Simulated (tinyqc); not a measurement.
Fermi level and growth conditions: formation energy of a charged point defect from supercell energies. Computed by tinyqc, a small Python program. Command: `OMP_NUM_THREADS=1 python tinyqc.py 3030426 3030427 out.jsonl formation walk`. One thread of a shared host (Intel(R) Xeon(R) Processor @ 2.30GHz), about 0.01 s of CPU time with the checks.

The host is a compound AB. Making the defect adds n_A = -1, n_B = 0 atoms to the cell. All total energies are inputs. E_F is counted from the valence-band maximum (VBM); x = 0 is A-rich and x = 1 B-rich growth.

Inputs (values chosen for the exercise, for a model compound AB): gap E_g = 2.17 eV; E_VBM of the host cell = 2.842 eV; potential alignment dV = -0.086 eV; dielectric constant eps = 10.4; cell length L = 10.4 angstrom; mu_A of the pure element = -3.152 eV; formation enthalpy dH of AB = -1.06 eV; growth condition x = 0.34.

Defect: vacancy of A. Supercell lattice: bcc.

charge states q: [0, -1, -2, -3]

E(defect, q) - E(host), in the order of q (eV): [7.649, 11.01, 13.688, 16.984]

Constants: e^2/(4 pi eps_0) = 14.39964548 eV angstrom.

Method:
- dmu_A = x dH and dmu_B = (1 - x) dH, so that dmu_A + dmu_B = dH; mu = mu(element) + dmu.
- The reservoir term is sum n_i mu_i.
- Image-charge correction of a point charge in a neutralising background: E_corr = q^2 alpha e^2/(4 pi eps_0) / (2 eps L), alpha = 2.888462 for a bcc array with L the cube root of the volume.
- E_f(q, E_F) = [E(defect, q) - E(host)] - sum n_i mu_i + q (E_VBM + dV + E_F) + E_corr(q).
- Each entry is the lowest E_f over q.

E_f(q, 0) (eV): (q=0) 4.13660, (q=-1) 4.93387, (q=-2) 5.43270, (q=-3) 6.93407

sum n_i mu_i = 3.5124 eV

Lowest formation energy (eV):
```
E_F (eV)  stable q  A-rich, x = 0  x = 0.5  B-rich, x = 1
0.000            0         4.4970   3.9670         3.4370
0.271            0         4.4970   3.9670         3.4370
0.542            0         4.4970   3.9670         3.4370
0.814           -2         4.1651   3.6351         3.1051
1.085           -2         3.6231   3.0931         2.5631
1.356           -2         3.0811   2.5511         2.0211
1.628           -3         2.4105   1.8805         1.3505
1.899           -3         1.5975   1.0675         0.5375
2.170           -3         0.7845   0.2545        -0.2755
```

What follows from these numbers?

Going from A-rich to B-rich growth shifts every line by -1.060 eV and moves no transition level. The slope of the envelope is the stable charge, so E_f is highest in the rows from E_F = 0 to 0.542 eV, where the neutral state is stable: the defect forms most easily in n-type material. Under B-rich growth E_f turns negative for part of the gap, so in equilibrium E_F cannot enter that part. Caution: the largest image-charge correction in these energies, q^2 alpha e^2/(8 pi eps_0 eps L) with alpha = 2.888462, exceeds a quarter of the gap; the point-charge term alone is then a rough estimate, usually too large for a charge that is spread out.

Extremes, crossings and ranges named in words are read from the listed rows.
